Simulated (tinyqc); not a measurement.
Schottky barrier with interface states (Cowley-Sze model), image lowering and contact resistance: one step, computed by the program tinyqc.

An n-type semiconductor under a metal. The barrier lies between the Schottky-Mott limit phi_M - chi and the Bardeen limit E_g - E_n, E_n being the neutrality level of the interface states; the space-charge term of the full Cowley-Sze expression is left out.

Question. Thermionic current. A* = 4 pi e m_e M_c k_B^2/h^3 (a simple valley count); J_s = A* T^2 exp(-phi/k_B T). J_0 uses phi_B; the reverse current uses phi_B less the image lowering, times 1 - exp(-V_r/k_B T).

Inputs (values chosen for the exercise, with gap, mass and screening modelled on CdS):
```
quantity           value  unit
electron mass m_e  0.199   m_0
valleys M_c            1     -
temperature T        200     K
reverse bias V_r     3.1     V
```

Pinning factor from: interface states.

barrier phi_B = 0.8840748 eV

image lowering = 0.03633051 eV

Constants: e = 1.602176634e-19 C; m_0 = 9.1093837015e-31 kg; k_B = 1.380649e-23 J/K; h = 6.62607015e-34 J s; k_B = 8.617333262e-05 eV/K.

Give: Richardson constant A*; J_0; thermionic reverse current.

Answer.

Richardson constant A* = 23.914 A cm^-2 K^-2

J_0 = 5.0468e-17 A/cm^2

thermionic reverse current = 4.1544e-16 A/cm^2

Image lowering raises the reverse current by a factor 8.23. Caution: so small an emission current is nominal: generation, tunnelling and edge leakage set the real one.
